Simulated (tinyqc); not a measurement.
Rapid thermal processing of a wafer: radiative balance, ramp and cooling, pattern effects, pyrometer error and spike budget: one step, computed by the program tinyqc.

The wafer is opaque and uniform through its thickness unless said otherwise; temperatures in formulas are in kelvin (C + 273.15). sigma = 5.670374419e-12 W/(cm^2 K^4).

Task: Power to hold and to ramp. Effective emissivity between parallel grey plates: eps_eff = 1/(1/eps + 1/(1 - r) - 1). Loss per area q(T) = 2 eps_eff sigma (T^4 - T_w^4) + h (T - T_w). Absorbed power during a ramp = q(T) + C d x ramp rate; thermal time constant tau = C d/(dq/dT), dq/dT = 8 eps_eff sigma T^3 + h; natural cooling rate q/(C d); front-to-back difference under one-sided heating at the end of the ramp = (absorbed power) d/(2 k).

Inputs (values chosen for the exercise, modelled on a hot silicon wafer):
```
quantity,value,unit
wafer thickness d,525,micrometre
heat capacity per volume C,2.16,J/(cm^3 K)
thermal conductivity k,0.28,W/(cm K)
emissivity eps of each face,0.68,-
reflectivity of the chamber walls r,0.51,-
"gas heat-transfer coefficient h, both faces together",1.5,mW/(cm^2 K)
wall temperature T_w,500,K
process temperature,793,C
ramp rate,82,K/s
```

Give: eps_eff; holding power q; power at the end of the ramp; dq/dT; time constant tau; natural cooling rate; front-to-back difference.

Result:

eps_eff = 0.3982

holding power q = 6.401 W/cm^2

power at the end of the ramp = 15.70 W/cm^2

dq/dT = 23.39 mW/(cm^2 K)

time constant tau = 4.848 s

natural cooling rate = 56.45 K/s

front-to-back difference = 1.472 K

Radiation carries 87 % of the loss. The ramp needs 2.5 times the holding power.
